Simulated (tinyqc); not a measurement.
# Heat flow across a film from the phonon Boltzmann equation in the relaxation-time approximation, step by step

A worked calculation. Computed by tinyqc, a small Python program that keeps every step. Command: `OMP_NUM_THREADS=1 python tinyqc.py 3017635 3017636 out.jsonl slabbte walk`. One thread of a shared host (Intel(R) Xeon(R) Processor @ 2.30GHz), about 0.01 s of CPU time with the checks. Intermediate numbers are printed to about 5 digits and carried at full precision; extremes and crossings named in words are read from the listed rows.

Two black walls, hot at x = 0 and cold at x = L, emit phonons isotropically. For one free path Lambda, with tau = x/Lambda, tau_L = L/Lambda and phi = (T - T_cold)/Delta T, energy balance gives phi(tau) = (1/2) [E2(tau) + int_0^tau_L phi(s) E1(|tau - s|) ds]; E_n are the exponential integrals. The flux over the ballistic flux C v Delta T/4 is psi = 1 - 2 int_0^tau_L phi(s) E2(s) ds, and kappa_eff/kappa = (3/4) tau_L psi. kappa = C v Lambda/3 is an input, so at fixed kappa a longer free path means a smaller C v.

Inputs (values chosen for the exercise, modelled on silicon carbide): bulk conductivity kappa = 378 W/(m K); film thickness L = 500 nm; wall temperature difference Delta T = 12 K; free path Lambda_1 = 120 nm; free path Lambda_2 = 810 nm; share f_2 of kappa = 0.23; free path Lambda_3 = 9600 nm; share f_3 of kappa = 0.27; cells n in the small system = 4.

Free-path groups: three.

## The small linear system for Lambda_1

Cut the film into n equal cells with constant phi, collocated at the centres c_i: the kernel integrates to A_ij = |E2(|c_i - e_j|) - E2(|c_i - e_(j+1)|)|/2 for cell edges e_j, and A_ii = 1 - E2(half a cell); solve (1 - A) phi = E2(c)/2; psi = 1 - 2 sum_j phi_j [E3(e_j) - E3(e_(j+1))].

optical thickness tau_L = 4.1667

1 - A:
```
[[0.31524, -0.12405, -0.02488, -0.00625],
 [-0.12405, 0.31524, -0.12405, -0.02488],
 [-0.02488, -0.12405, 0.31524, -0.12405],
 [-0.00625, -0.02488, -0.12405, 0.31524]]
```

right-hand side E2(c)/2: [0.15762, 0.033565, 0.0086861, 0.0024358]

flux weights E3(e_j) - E3(e_(j+1)): [0.39631, 0.076522, 0.019472, 0.0054197]

## Temperature profile and flux in the small system

In short, (1 - A) phi = b and psi = 1 - 2 sum_j w_j phi_j, with b the right-hand side and w_j the flux weights; the cells divide 0 to tau_L.

phi at the cell centres: [0.76881, 0.58900, 0.41100, 0.23119]

psi, small system = 0.28197

## Fine solution for Lambda_1

Use 150 and 300 cells and extrapolate psi = (4 psi(300) - psi(150))/3. The jump at the hot wall is 1 - phi there (linear extrapolation from the first two of 300 cells). Two-flux (diffusion with slip) formula: psi = 1/(1 + 3 tau_L/4).

psi for Lambda_1 = 0.23863

kappa_eff/kappa for Lambda_1 = 0.74573

jump at the wall / Delta T for Lambda_1 = 0.10391

psi, two-flux formula = 0.24242

The small system misses psi by +18.16 %, since its cells are thicker than a free path, and the two-flux formula by +1.6 %. For Lambda_1 alone: Jumps at the walls and the gradient inside share Delta T.

## Conductivity, flux and boundary resistance of the film

Each group is solved on its own with 150 and 300 cells, psi = (4 psi(300) - psi(150))/3, and weighted by its share of kappa (f_1 is what the others leave); exchange of energy between groups inside the film is left out. Flux J = kappa_eff Delta T/L; apparent boundary resistance per wall (L/kappa_eff - L/kappa)/2.

kappa_eff = 171.36 W/(m K)

kappa_eff/kappa = 0.45334

flux J = 4.1127 GW/m^2

apparent resistance per wall = 0.79753 m^2 K/GW

## Exact and approximate size effects

Two-flux: kappa_eff/kappa = sum f_i/(1 + 4 Lambda_i/(3 L)). Matthiessen with the thickness: sum f_i/(1 + Lambda_i/L). Ballistic limit: sum f_i 3 L/(4 Lambda_i).

Kappa_eff/kappa:
```
L (nm)  Boltzmann  two-flux  Matthiessen  ballistic limit
3.6      0.011774  0.011842     0.015682         0.012093
12       0.037111  0.037664     0.049149         0.040309
30       0.083699  0.085795      0.10906          0.10077
72        0.16582   0.17106      0.20829          0.24185
180       0.29302   0.30131      0.34679          0.60463
480       0.44710   0.45553      0.49844           1.6123
1200      0.57816   0.58537      0.62186           4.0309
3000      0.68929   0.69507      0.72616           10.077
```

The two-flux formula lies above the Boltzmann result by at most about 3.2 % (at L = 72 nm); the Matthiessen form is high by up to 33 %, since it misses the factor 3/4 of the ballistic limit. The thinnest film reaches 97 % of that limit, and the thickest, 25 Lambda_1, only 69 % of the bulk value: the long free paths keep the size effect alive far beyond Lambda_1. Rows below about 10 nm are near the phonon wavelength, where a particle picture fails.

Checks made by the program: symmetry phi(tau) + phi(tau_L - tau) = 1 (relative difference below 1e-10); thick-film limit psi = 1/(3 tau_L/4 + 1.0657) at tau_L = 20 (relative difference 2e-04).
